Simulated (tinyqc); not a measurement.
What moves the results: hole subbands of a hard-walled well, four-band Luttinger model. A value that a table varies takes the place of the one given here.

Hole energies are counted downwards from the unstrained band edge, c = hbar^2/2m0. After the usual block transformation one block is H = [[P + Q - Zs, R - i S], [R + i S, P - Q + Zs]] in (heavy, light), with P +/- Q = c [(g1 +/- g2) k^2 + (g1 -/+ 2 g2) kz^2], R = sqrt(3) c gR k^2, S = 2 sqrt(3) c g3 k kz, kz = -i d/dz; axial approximation gR = (g2 + g3)/2. Zs = b (e_par - e_perp) is the shear part of the strain (the hydrostatic part shifts all levels alike and is left out). Basis sqrt(2/L) sin(n pi z/L), n = 1 to N, for each component: kz^2 gives (n pi/L)^2 and the heavy-light block is R delta_nm - 2 sqrt(3) c g3 k D_nm with D_nm = 4 n m/(L (n^2 - m^2)) for n + m odd, 0 otherwise. The other block has the same levels. The split-off band is left out.

Constants: hbar^2/2m0 = 3.80998211 eV angstrom^2.

Parameters, chosen for this exercise (near those of GaSb; not measured data): g1 = 13.34 (Luttinger gamma1); g2 = 4.64 (gamma2); g3 = 6.03 (gamma3); L = 115 angstrom (well width along [001]); Zs = 0 eV (shear strain energy); k = 0.0161 1/angstrom (wave vector in the plane); Zlist = (-0.0591, -0.0408, -0.0194, -0.0059, 0, 0.0115, 0.0323) eV (shear strain energies (negative: tension in the plane, for b < 0)).

## Which coupling does what

N = 20, at the given k. Diagonal: R = S = 0. Along [100] and [110] gR is g2 and g3 instead of their mean.

Hole energies (meV):

| model | E1 | E2 | E3 | E4 |
|---|---|---|---|---|
| diagonal | 29.30 | 63.93 | 72.91 | 121.65 |
| R alone | 27.47 | 63.52 | 74.74 | 121.47 |
| S alone | 25.01 | 34.99 | 93.65 | 98.71 |
| axial | 22.42 | 36.40 | 94.39 | 98.61 |
| [100] | 22.99 | 36.12 | 94.21 | 98.63 |
| [110] | 21.81 | 36.69 | 94.59 | 98.58 |

The couplings move E1 by -6.88 meV: R alone by -1.83, S alone by -4.29, so S matters more at k L/pi = 0.59 (R grows as k^2 and joins equal n, S as k and joins n of opposite parity). Warping spreads E1 by 1.18 meV between [100] and [110], the hole being heavier along [110]; the axial value lies between them.

## Strain

N = 20. dE is the rise of the top subband from k = 0 to k1 = pi/(4L), m1 = c k1^2/dE (dash if dE is not positive), and the heavy weight is taken at k = pi/L.

Top subband:

| Zs (eV) | HH1 (meV) | LH1 (meV) | dE (meV) | heavy weight | m1 (m0) |
|---|---|---|---|---|---|
| -0.0591 | 70.6 | 5.2 | -0.180 | 0.156 | - |
| -0.0408 | 52.3 | 23.5 | -1.069 | 0.236 | - |
| -0.0194 | 30.9 | 44.9 | 2.078 | 0.389 | 0.086 |
| -0.0059 | 17.4 | 58.4 | 2.394 | 0.518 | 0.074 |
| 0.0000 | 11.5 | 64.3 | 2.446 | 0.578 | 0.073 |
| 0.0115 | 0.0 | 75.8 | 2.523 | 0.691 | 0.070 |
| 0.0323 | -20.8 | 96.6 | 2.620 | 0.844 | 0.068 |

HH1 and LH1 cross at Zs = -2 c g2 (pi/L)^2 = -0.0264 eV; for more negative Zs the light hole is on top. Among the rows with HH1 on top, m1 goes from 0.086 to 0.068 m0 as the splitting widens from 14 to 117 meV, against the unmixed 1/(g1 + g2) = 0.056: compression lightens the holes here. A dash marks a top subband whose hole energy at k1 lies below that at k = 0: an electron-like (negative) mass. m1 describes the neighbourhood of k = 0 only; where HH1 and LH1 lie close, the band may peak further out.

## Size of the sine basis

The four lowest hole energies at the given k for growing N.

Hole energies (meV):

| N | E1 | E2 | E3 | E4 |
|---|---|---|---|---|
| 2 | 23.161 | 39.793 | 99.113 | 269.929 |
| 3 | 22.575 | 36.680 | 96.865 | 104.973 |
| 4 | 22.519 | 36.675 | 94.709 | 99.141 |
| 6 | 22.452 | 36.477 | 94.492 | 98.762 |
| 10 | 22.429 | 36.417 | 94.412 | 98.639 |
| 20 | 22.424 | 36.403 | 94.390 | 98.607 |
| 40 | 22.423 | 36.401 | 94.387 | 98.603 |
| 80 | 22.423 | 36.401 | 94.387 | 98.602 |

Is N = 3 enough for 1 meV in the two lowest levels?

Yes: against N = 80, N = 3 errs by up to 0.28 meV in E1 and E2, always upwards, as a variational basis must. Both are within 0.1 meV of N = 80 from N = 6 on; N = 40 and N = 80 differ by 2.2e-04 meV at most.

## What each parameter does

N = 20; the three lowest hole energies at the given k and the heavy weight of the lowest. Each row changes one parameter from the base and keeps the others.

Results:

| case | E1 (meV) | E2 (meV) | E3 (meV) | heavy weight |
|---|---|---|---|---|
| base | 22.42 | 36.40 | 94.39 | 0.898 |
| g1 = 14.41 | 27.04 | 45.81 | 103.00 | 0.916 |
| g2 = 4.18 | 24.58 | 41.07 | 97.68 | 0.900 |
| g3 = 5.55 | 23.49 | 38.94 | 92.94 | 0.917 |
| L = 105 angstrom | 25.43 | 43.77 | 108.73 | 0.935 |
| Zs = 0.02 eV | 4.56 | 25.57 | 81.58 | 0.970 |
| k = 0.0113 1/angstrom | 17.84 | 38.06 | 82.02 | 0.980 |

The largest shifts from the base row, up to three for each result and ties (the steps differ in size, so this ranks the rows, not the parameters). E1 (meV): Zs -17.87, g1 +4.61, k -4.59. E2 (meV): Zs -10.83, g1 +9.40, L +7.37. E3 (meV): L +14.33, Zs -12.81, k -12.37. heavy weight: k +0.081, Zs +0.072, L +0.037.

Program tinyqc; command `OMP_NUM_THREADS=1 python tinyqc.py 1250902 1250903 out.jsonl`; about 0.3 s on one thread of a shared Intel(R) Xeon(R) Processor @ 2.30GHz.
